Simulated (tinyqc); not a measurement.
Carrier statistics of a doped semiconductor with parabolic bands: one step. Intrinsic density and level. Five cases, with inputs chosen for the exercise.

Problem. With Boltzmann statistics ni = sqrt(Nc Nv) exp(-Eg/2kT) and Ei = Eg/2 + (kT/2) ln(Nv/Nc), counted from Ev.

Case 1.

Eg = 0.1450301 eV
kT = 0.03446933 eV
Nc = 5.992904e+16 1/cm^3
Nv = 1.107978e+19 1/cm^3

Case 2.

Eg = 1.0555957 eV
kT = 0.04308667 eV
Nc = 5.695923e+19 1/cm^3
Nv = 2.302417e+19 1/cm^3

Case 3.

Eg = 2.2835193 eV
kT = 0.02154333 eV
Nc = 1.992377e+19 1/cm^3
Nv = 1.409993e+19 1/cm^3

Case 4.

Eg = 3.4861235 eV
kT = 0.01292600 eV
Nc = 8.054787e+17 1/cm^3
Nv = 1.616911e+19 1/cm^3

Case 5.

Eg = 2.1888057 eV
kT = 0.02154333 eV
Nc = 1.178836e+19 1/cm^3
Nv = 1.407722e+19 1/cm^3

Give: ni; Ei.

Solution.

Case 1.

ni = 9.94e+16 1/cm^3
Ei = 0.1625 eV

Ei lies 90.0 meV above midgap, towards the band with the smaller density of states. Ei is within 3 kT of a band edge, so this Boltzmann value of ni is only rough.

Case 2.

ni = 1.73e+14 1/cm^3
Ei = 0.5083 eV

Ei lies 19.5 meV below midgap, towards the band with the smaller density of states.

Case 3.

ni = 0.000161 1/cm^3
Ei = 1.1380 eV

Ei lies 3.7 meV below midgap, towards the band with the smaller density of states.

Case 4.

ni = 9.84e-41 1/cm^3
Ei = 1.7624 eV

Ei lies 19.4 meV above midgap, towards the band with the smaller density of states.

Case 5.

ni = 0.00112 1/cm^3
Ei = 1.0963 eV

Ei lies 1.9 meV above midgap, towards the band with the smaller density of states.

Computed by tinyqc, one run a case: `OMP_NUM_THREADS=1 python tinyqc.py N N+1 out.jsonl` with N = 1650439, 1650505, 1650520, 1650563, 1650675; one thread of a shared Intel(R) Xeon(R) Processor @ 2.30GHz, about 0.01 s a run at most.
